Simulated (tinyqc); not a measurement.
Charge control and current of a heterostructure field-effect transistor: one step, computed by the program tinyqc. Command: `OMP_NUM_THREADS=1 python tinyqc.py 3020156 3020157 out.jsonl hemt walk`. One thread of a shared host (Intel(R) Xeon(R) Processor @ 2.30GHz), about 0.01 s of CPU time with the checks.

Two subbands in a triangular well; E_F is counted from the conduction band edge of the channel at the interface.

Question. Threshold and barrier capacitance. Threshold V_T = phi_B - dE_c - sigma d/(eps eps_0) (in volts); C_b = eps eps_0/d.

Inputs (values chosen for the exercise, modelled on AlGaN/GaN): permittivity eps (barrier and channel) = 9.44; barrier thickness d = 31 nm; Schottky barrier phi_B = 1.1 eV; conduction band offset dE_c = 0.5 eV; polarisation charge sigma/e = 1.8e+13 1/cm^2.

Charge source: polarisation. Velocity law: two-piece.

Constants: e = 1.602176634e-19 C; eps_0 = 8.8541878128e-12 F/m.

Give: threshold voltage V_T; barrier capacitance C_b.

Answer.

threshold voltage V_T = -10.10 V

barrier capacitance C_b = 0.2696 microfarad/cm^2

The device is normally on.
